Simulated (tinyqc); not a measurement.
Raising U: Hubbard chain of 6 sites, mean field against exact. Computed by the program tinyqc. Collinear unrestricted mean field (the lowest of 40 random starts) against exact diagonalisation.

one-body matrix (hopping and site energies) (eV):
```
         1        2        3        4        5        6
1  -0.5800  -1.9800   0.0000   0.0000   0.0000   0.0000
2  -1.9800  -0.0600  -1.9800   0.0000   0.0000   0.0000
3   0.0000  -1.9800  -0.0100  -1.9800   0.0000   0.0000
4   0.0000   0.0000  -1.9800   0.1000  -1.9800   0.0000
5   0.0000   0.0000   0.0000  -1.9800  -0.1700  -1.9800
6   0.0000   0.0000   0.0000   0.0000  -1.9800   0.1100
```

electrons, up and down: 3  2

Exact and mean-field results (eV):

| U | U/t | E exact | E mean field | mean \|n_up - n_down\| | double occupancy, exact | first gap in the sector |
|---|---|---|---|---|---|---|
| 0.9900 | 0.5000 | -12.559937 | -12.514046 | 0.1705 | 0.1501 | 1.5766 |
| 1.9800 | 1.0000 | -11.718795 | -11.538482 | 0.1835 | 0.1333 | 1.5036 |
| 3.9600 | 2.0000 | -10.321223 | -9.662800 | 0.2660 | 0.1028 | 1.3216 |
| 5.9400 | 3.0000 | -9.252347 | -8.059044 | 0.4280 | 0.0781 | 1.1442 |
| 7.9200 | 4.0000 | -8.441204 | -6.898923 | 0.5710 | 0.0594 | 0.9909 |
| 11.8800 | 6.0000 | -7.342528 | -5.552557 | 0.7131 | 0.0356 | 0.7613 |
| 23.7600 | 12.0000 | -5.890706 | -4.481964 | 0.8230 | 0.0114 | 0.4278 |
| 39.6000 | 20.0000 | -5.217094 | -4.214904 | 0.8297 | 0.0044 | 0.2650 |

Estimate the missing row, U = 15.84.

Computed row:
```
U           U/t    E exact  E mean field  mean |n_up - n_down|  double occupancy, exact  first gap in the sector
15.8400  8.0000  -6.661676     -4.948163                0.7942                   0.0229                   0.6084
```

In absolute terms mean field is worst at U/t = 6.0, 1.790 eV too high: at small U it is nearly exact, and at large U it still misses the motion of the hole through a fluctuating spin background. Relative to the exact energy its error is 0.4 % at the smallest U, 26 % at most and 19 % at the largest. The double occupancy falls from 0.150 to 0.004.
